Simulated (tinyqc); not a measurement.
BHZ model on a square lattice (one spin block): one step. Edge state of the continuum model. Two cases, with inputs chosen for the exercise.

Task: At a hard wall the state is exp(-l1 y) - exp(-l2 y). At kx = 0: E = -D M/B, slope hbar v = A sqrt(1 - D^2/B^2), l = F -/+ sqrt(F^2 - M/B) with F = |A|/(2 sqrt(B^2 - D^2)); complex l means an oscillating tail. Penetration 1/Re(l1).

h(k) = e0 + d.s with s the Pauli matrices in the basis (E, H), k in units of 1/a: dx = (A/a) sin kx, dy = (A/a) sin ky, dz = M - (2B/a^2)(2 - cos kx - cos ky), e0 = -(2D/a^2)(2 - cos kx - cos ky). The other spin block is h*(-k). For small k this is the continuum model with dz = M - B k^2.

Give: E at kx = 0; hbar v; l1, l2; penetration.

Case 1.

Values chosen (of the size used for thin Bi2Se3 films; not measured data):
- A = 2.52 eV angstrom
- B = -19.5 eV angstrom^2
- D = -5.5 eV angstrom^2
- M = -0.0668 eV (mass term)

Result:

E at kx = 0 = 18.841 meV
hbar v = 2.4177 eV angstrom

l1, l2 (1/angstrom): [0.03403, 0.10067]

penetration = 29.4 angstrom

Case 2.

Values chosen (of the size used for thin Bi2Se3 films; not measured data):
- A = 2.31 eV angstrom
- B = -18.9 eV angstrom^2
- D = -5.5 eV angstrom^2
- M = -0.112 eV (mass term)

Result:

E at kx = 0 = 32.593 meV
hbar v = 2.2100 eV angstrom

l1, l2 (1/angstrom): [0.06388-0.04296i, 0.06388+0.04296i]

penetration = 15.7 angstrom

Computed by tinyqc, one run a case: `OMP_NUM_THREADS=1 python tinyqc.py N N+1 out.jsonl` with N = 1450285, 1450309; one thread of a shared Intel(R) Xeon(R) Processor @ 2.30GHz, about 0.1 s a run at most.
